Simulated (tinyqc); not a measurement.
Six materials: three-level Kane formulas for mass and g factor.

1/m = 1 + (Ep/3)(2/Eg + 1/(Eg + Dso)), g = 2 - (2 Ep/3)(1/Eg - 1/(Eg + Dso)). The inputs are values chosen for the exercise.

Results:
```
case         Eg (eV)  Dso (eV)  Ep (eV)  m (m0)        g   Eg/Ep
A near InSb    0.240     0.813     23.2  0.0137  -47.756  0.0103
B near InP     1.429     0.106     21.0  0.0651    1.323  0.0680
C near GaAs    1.499     0.340     25.8  0.0583   -0.121  0.0581
D near Ge      0.907     0.295     25.8  0.0369   -2.654  0.0352
E near InAs    0.422     0.388     21.6  0.0227  -14.345  0.0195
F near ZnSe    2.826     0.394     24.0  0.1093    1.307  0.1177
```

The mass follows the gap: m/(Eg/Ep) lies between 0.93 and 1.33, while m itself spans a factor of 8.0. The order by mass differs from the order by gap. g is negative for A, C, D and E; it needs Ep Dso > 3 Eg (Eg + Dso). Where g is small, two larger terms cancel: 5 % in Ep moves g by (2 - g)/20, and the levels left out move it by tenths. Remote bands, left out here, make real masses heavier, by up to a half in the wider-gap crystals. All rows are for the Gamma valley, which is not the lowest one in GaP and Ge.

tinyqc: `OMP_NUM_THREADS=1 python tinyqc.py 1081520 1081521 out.jsonl`; about 0.01 s, one thread, shared Intel(R) Xeon(R) Processor @ 2.30GHz.
